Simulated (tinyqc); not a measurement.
Gate-all-around wire with two subbands, quantum capacitance: one step of the calculation.

phi is the Fermi level above the lowest subband edge, in volts; Vg is counted from the gate voltage at which an empty wire would have phi = 0. Both directions of motion are filled (equilibrium).

Problem. New phi. N1 = gv sqrt(2 md m0 kB T/(pi hbar^2)); n1 = N1 F(phi/Vt), n2 = g2 N1 F((phi - E2)/Vt), n = n1 + n2, F(e) = (1/sqrt(pi)) int_0^infinity u^(-1/2) du/(1 + exp(u - e)); Cq = q dn/dphi = (q N1/Vt) [F'(phi/Vt) + g2 F'((phi - E2)/Vt)]. Newton: f = phi + q (n)/Cox - Vg, phi(new) = phi - f/(1 + (Cq)/Cox).

Inputs (values chosen for the exercise): temperature T = 300 K; mass along the wire md = 0.24 m0; valley degeneracy gv = 4; second subband above the first E2 = 0.08 eV; orbital degeneracy of the second subband g2 = 2; gate voltage Vg = 0.94 V.

Constants: q = 1.602176634e-19 C, kB = 1.380649e-23 J/K, hbar = 1.054571817e-34 J s, m0 = 9.1093837015e-31 kg, Vt = kB T/q. Results are converted to the units shown.

phi after iteration 2 = 0.94000000 V
Cox = 1.6733123 pF/cm

Find: n1; n2; Cq; f; phi after iteration 3.

Solution.

n1 = 6.195e7 cm^-1
n2 = 1.185e8 cm^-1
Cq = 16.34 pF/cm
f = 17.28 V
phi after iteration 3 = -0.6649 V

Computed by the program tinyqc: `OMP_NUM_THREADS=1 python tinyqc.py 2200017 2200018 out.jsonl`, one thread of a shared Intel Xeon 2.30GHz, about 0.02 s for the whole run.
